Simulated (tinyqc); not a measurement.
# From acoustic mobility back to temperature T

Model: mobility of a non-polar semiconductor in the relaxation-time approximation. Computed by tinyqc, a small Python program. Command: `OMP_NUM_THREADS=1 python tinyqc.py 3008104 3008105 out.jsonl rta inv`. One thread of a shared host (Intel(R) Xeon(R) Processor @ 2.30GHz), about 0.03 s of CPU time with the checks.

Each valley is treated as a sphere of mass m_d for states and rates, with one isotropic relaxation time; the conductivity mass m_c sets the current.

Inputs (values chosen for the exercise, for a model non-polar semiconductor): longitudinal mass m_l = 0.17 m_0; transverse mass m_t = 0.17 m_0; equivalent valleys Z = 1; non-parabolicity alpha = 0.52 1/eV; static permittivity eps_s = 6.03; density rho = 5310 kg/m^3; sound velocity v_l = 7570 m/s; acoustic deformation potential D_A = 6.1 eV; phonon energy hbar w = 36.2 meV; optical or intervalley deformation potential D_o = 9.6 1e8 eV/cm; final valleys Z_f = 1; carrier density n = 3.5e+14 1/cm^3; compensation ratio C = 0.13.

Band: Kane. Impurity formula: Conwell-Weisskopf. Further scattering: none.

Constants: k_B = 8.617333262e-05 eV/K; m_0 = 9.1093837015e-31 kg; e = 1.602176634e-19 C; hbar = 1.054571817e-34 J s; eps_0 = 8.8541878128e-12 F/m; k_B = 1.380649e-23 J/K; hbar = 6.582119569e-16 eV s.

Method:
- m_d = (m_l m_t^2)^(1/3); 1/m_c = (1/m_l + 2/m_t)/3; Hall mass factor A = 3 K_m (K_m + 2)/(2 K_m + 1)^2, K_m = m_l/m_t; N_I = n (1 + C)/(1 - C).
- Kane band: hbar^2 k^2/(2 m) = E (1 + alpha E), speed v = hbar k/(m (1 + 2 alpha E)), states per spin, volume and energy g(E) = m k (1 + 2 alpha E)/(2 pi^2 hbar^2); overlap factors are set to 1. Here m = m_d. Masses are multiplied by m_0 and all formulas are in SI units.
- The reduced Fermi level eta = E_F/(k_B T) solves n = 2 Z int g f dE with f = 1/(1 + exp(x - eta)) (Z = 1 unless valleys are given); screening length L_s = sqrt(eps_s eps_0 k_B T/(e^2 dn/deta)), dn/deta = 2 Z int g f (1 - f) dE.
- Integrals over x = E/(k_B T) use 160 Gauss-Legendre points in u = sqrt(x) from 0 to sqrt(max(eta, 0) + 32).
- Phonon occupation N_q = 1/(exp(hbar w/(k_B T)) - 1).
- Acoustic deformation potential (elastic, equipartition, absorption and emission together): 1/tau = 2 pi k_B T D_A^2 g(E)/(hbar rho v_l^2).
- Optical or intervalley deformation potential: 1/tau = (pi Z_f D_o^2/(rho w)) [N_q g(E + hbar w) + (N_q + 1) g(E - hbar w)], with g = 0 below the band edge.
- Each optical term is multiplied by (1 - f(E'))/(1 - f(E)), E' the final energy, for Pauli blocking.
- Singly charged impurities, momentum relaxation: 1/tau = N_I e^4 m (1 + 2 alpha E) Phi/(8 pi (eps_s eps_0)^2 hbar^3 k^3), with alpha = 0 for a parabolic band.
- Conwell-Weisskopf: Phi = ln(1 + y^2), y = 4 pi eps_s eps_0 E N_I^(-1/3)/e^2 (largest impact parameter N_I^(-1/3)/2).
- mu = (m_d/m_c) (2 Z e/(3 n k_B T)) int g v^2 tau f (1 - f) dE.
- Averages over x are split at the emission threshold x_0 = hbar w/(k_B T): 64 Gauss-Legendre points in sqrt(x) below it and 128 in sqrt(x - x_0) above it, up to x = max(eta, 0) + 32.

Problem. A run gave the result below. Find the temperature T, known to lie between 62 and 100 K.

acoustic mobility = 373519.7 cm^2/(V s)

Solution.

Each step takes the trial c = (a f_b - b f_a)/(f_b - f_a), f being the result less the target and a, b, c the logarithms of the listed values; c replaces end b, the old b replaces a if the sign of f changed, and otherwise f_a is halved.

Scan of the range:
```
temperature T (K)  acoustic mobility (cm^2/(V s))
62.0                                       434380
67.1                                       384982
72.7                                       340562
78.7                                       301602
85.3                                       266540
92.3                                       236102
100.0                                      208685
```

False position (Illinois rule, in the logarithm of the input) inside the bracket:
```
step    end a    end b    trial  acoustic mobility (cm^2/(V s))
1     67.1000  72.7000  68.5023                          373000
2     67.1000  68.5023  68.3847                          373982
3     68.5023  68.3847  68.4400                          373519
4     68.3847  68.4400  68.4400                          373520
```

Acoustic mobility falls at every point of a 13-point scan of the range (every second point is shown), so one value fits; it is bracketed by 67.1 and 72.7. Answer: temperature T = 68.44 K.
